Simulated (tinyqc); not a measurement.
# Carrier lifetime from Shockley-Read-Hall, radiative, Auger and surface recombination, step by step

A worked calculation. Computed by tinyqc, a small Python program that keeps every step. Command: `OMP_NUM_THREADS=1 python tinyqc.py 3003875 3003876 out.jsonl lifetime walk`. One thread of a shared host (Intel(R) Xeon(R) Processor @ 2.30GHz), about 0.02 s of CPU time with the checks. Intermediate numbers are printed to about 7 digits and carried at full precision; extremes and crossings named in words are read from the listed rows.

Energies are counted from the top of the valence band. Boltzmann statistics, full ionisation, and equal excess densities of electrons and holes.

Inputs (values chosen for the exercise, with bands modelled on 4H-SiC):
```
quantity                          value        unit
gap E_g                            3.19          eV
electron mass m_e                 0.391         m_0
valleys M_c                           3           -
hole mass m_h                      1.94         m_0
temperature T                       250           K
doping N                        1.8e+17       cm^-3
trap level E_t                     1.33          eV
trap density N_t                1.6e+12       cm^-3
electron cross-section sigma_n  2.8e-14        cm^2
hole cross-section sigma_p      4.7e-17        cm^2
radiative coefficient B         2.6e-14      cm^3/s
Auger coefficient C_n           2.4e-30      cm^6/s
Auger coefficient C_p           7.6e-31      cm^6/s
excess density dn               4.8e+15       cm^-3
generation rate G               3.3e+23  cm^-3 s^-1
diffusion coefficient D              15      cm^2/s
```

Doping: n-type. Surface term: none.

Constants: m_0 = 9.1093837015e-31 kg; k_B = 1.380649e-23 J/K; h = 6.62607015e-34 J s; k_B = 8.617333262e-05 eV/K.

## Equilibrium densities

N_c = 2 M_c (2 pi m_e k_B T/h^2)^(3/2) and N_v = 2 (2 pi m_h k_B T/h^2)^(3/2), masses in units of m_0. n_i = sqrt(N_c N_v) exp(-E_g/2 k_B T); majority density N/2 + sqrt(N^2/4 + n_i^2), minority density n_i^2 over it.

N_c = 1.400189e+19 cm^-3

N_v = 5.158254e+19 cm^-3

n_i = 1.886079e-13 cm^-3

n_0 = 1.80e+17 cm^-3

p_0 = 1.976274e-43 cm^-3

## Capture times and SRH densities

v = sqrt(3 k_B T/m) with m_e or m_h; tau_n0 = 1/(sigma_n v_n N_t), tau_p0 = 1/(sigma_p v_p N_t); n1 = N_c exp(-(E_g - E_t)/k_B T), p1 = N_v exp(-E_t/k_B T).

v_n = 1.705059e+07 cm/s

v_p = 7654678 cm/s

tau_n0 = 1.309129e-06 s

tau_p0 = 0.001737222 s

n1 = 4.469272e-19 cm^-3

p1 = 7.959445e-08 cm^-3

n1 and p1 are both far below the doping: the level acts as a deep recombination centre.

## Lifetimes at the given injection

With n = n_0 + dn, p = p_0 + dn and U/dn = 1/tau: (n p - n_i^2)/dn = n_0 + p_0 + dn = s; 1/tau_SRH = s/[tau_p0 (n + n1) + tau_n0 (p + p1)]; 1/tau_rad = B s; 1/tau_Aug = (C_n n + C_p p) s; the rates add. Radiative efficiency = tau_eff/tau_rad; effective diffusion length = sqrt(D tau_eff).

tau_SRH at dn = 0.001737256 s

tau_rad at dn = 2.081252e-04 s

tau_Aug at dn = 1.210117e-05 s

effective lifetime at dn = 1.136143e-05 s

radiative efficiency at dn = 0.05458941

effective diffusion length at dn = 130.5456 micrometre

Auger recombination carries 94 % of the rate; dn/N = 0.027 is low injection.

## Steady state under generation

dn solves dn/tau_eff(dn) = G (60 bisections in ln dn between 1e-2 and 1e22 cm^-3); the splitting of the quasi-Fermi levels is k_B T ln(n p/n_i^2).

steady excess density = 3.693694e+17 cm^-3

lifetime in the steady state = 1.119301e-06 s

quasi-Fermi splitting under G = 3.013833 eV

The splitting, an upper bound for e V_oc, is 94 % of the gap.

## Lifetime against injection

Rows stop below half the smaller effective density of states.

Lifetimes (s):
```
dn (cm^-3)          SRH     radiative         Auger     effective  radiative efficiency  fastest channel
1.00e+10    0.001737222  2.136752e-04  1.286008e-05  1.204592e-05            0.05637492            Auger
1.00e+11    0.001737222  2.136751e-04  1.286007e-05  1.204591e-05            0.05637489            Auger
1.00e+12    0.001737222  2.136740e-04  1.285992e-05  1.204578e-05            0.05637454            Auger
1.00e+13    0.001737222  2.136633e-04  1.285843e-05  1.204443e-05            0.05637108            Auger
1.00e+14    0.001737222  2.135566e-04  1.284355e-05  1.203104e-05            0.05633654            Auger
1.00e+15    0.001737229  2.124947e-04  1.269616e-05  1.189830e-05            0.05599342            Auger
1.00e+16    0.001737291  2.024291e-04  1.135280e-05  1.068381e-05            0.05277800            Auger
1.00e+17    0.001737689  1.373626e-04  4.774637e-06  4.602029e-06            0.03350277            Auger
1.00e+18    0.001738331  3.259452e-05  2.359292e-07  2.342022e-07            0.00718532            Auger
```

tau_SRH goes from 0.00174 s at low injection (the minority capture time, 0.00174 s) to 0.00174 s in the last row; at high injection it tends to tau_n0 + tau_p0 = 0.00174 s. Ruling channel by row: Auger from 1e10 cm^-3.

## Where in the gap a trap does harm

Low injection: tau = [tau_p0 (n_0 + n1) + tau_n0 (p_0 + p1)]/(n_0 + p_0). Depleted region (n = p = 0): generation lifetime tau_g = (tau_p0 n1 + tau_n0 p1)/n_i. n1 = N_c exp(-(E_g - E_t)/k_B T), p1 = N_v exp(-E_t/k_B T).

The same trap at other energies:
```
E_t (eV)  SRH lifetime (s)  generation lifetime (s)
0.191          0.001737275             5.052833e+22
0.478          0.001737222             8.276937e+16
0.798          0.001737222             2.930580e+10
1.116          0.001737222             1.138559e+04
1.436          0.001737222             4.031813e-03
1.595          0.001737222             9.076139e-04
1.755          0.001737222             1.521091e+00
2.074          0.001737222             4.101211e+06
2.392          0.001737222             1.055626e+13
2.712          0.001737222             2.981440e+19
2.999          0.001756293             1.820084e+25
```

The SRH lifetime (other channels left aside) stays within 10 % of its least value, among these rows, from E_t = 0.191 to 2.999 eV. The generation lifetime has a sharp minimum, among these rows at 1.595 eV and exactly at 1.532 eV, where tau_p0 n1 = tau_n0 p1, since generation needs two thermal jumps and the larger one rules.

Checks made by the program: n1 p1 = n_i^2 (relative difference below 1e-10).
